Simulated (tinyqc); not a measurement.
Band bending at a free surface with a continuum of surface states, surface photovoltage and Kelvin probe: one step of the calculation.

n-type bulk, xi = Ec - EF = Vt ln(Nc/Nd), p0 = ni^2/Nd, ni = sqrt(Nc Nv) exp(-Eg/(2 Vt)), Eg in volts. b is the upward band bending, u = b/Vt. Space charge per area, in units of q: Qc = sign(b) sqrt((2 eps0 eps_r Vt/q) [(Nd + dn)(exp(-u) - 1) + Nd u + (p0 + dn)(exp(u) - 1)]), with dn the excess density under light (flat quasi-Fermi levels; 0 in the dark). The states hold -Ds (E0 - xi - b): negative while the Fermi level lies above the neutrality level. Neutrality: Qc + Qf + (charge of the states) = 0.

Problem. Band bending in the dark. Newton step: b(new) = b - (Qc + Qf - Ds (E0 - xi - b))/(dQc/db + Ds), dQc/db = (eps0 eps_r/q) [Nd (1 - exp(-u)) + p0 exp(u)]/Qc.

Inputs (values chosen for the exercise); band and dielectric values close to those of gallium arsenide:
- T = 300 K (temperature)
- Eg = 1.42 eV (band gap)
- eps_r = 12.7 (relative permittivity)
- Nc = 4.39e17 cm^-3 (conduction-band density of states at T)
- Nv = 9.16e18 cm^-3 (valence-band density of states at T)
- Nd = 4.4e16 cm^-3 (donor density)
- Qf = 0 cm^-2 (fixed positive charge at the surface)
- Ds = 2.9e13 cm^-2 eV^-1 (density of surface states)
- E0 = 0.44 eV (depth of their neutrality level below the conduction edge)

Constants: q = 1.602176634e-19 C, kB = 1.380649e-23 J/K, Vt = kB T/q, eps0 = 8.8541878128e-14 F/cm where lengths are in cm. Results are converted to the units shown.

b at the start = 0.3 V

Give: b after iteration 1.

Solution.

b after iteration 1 = 0.36467 V

Program tinyqc, `OMP_NUM_THREADS=1 python tinyqc.py 2430043 2430044 out.jsonl`; Intel Xeon 2.30GHz, shared host, one thread, about 0.01 s.
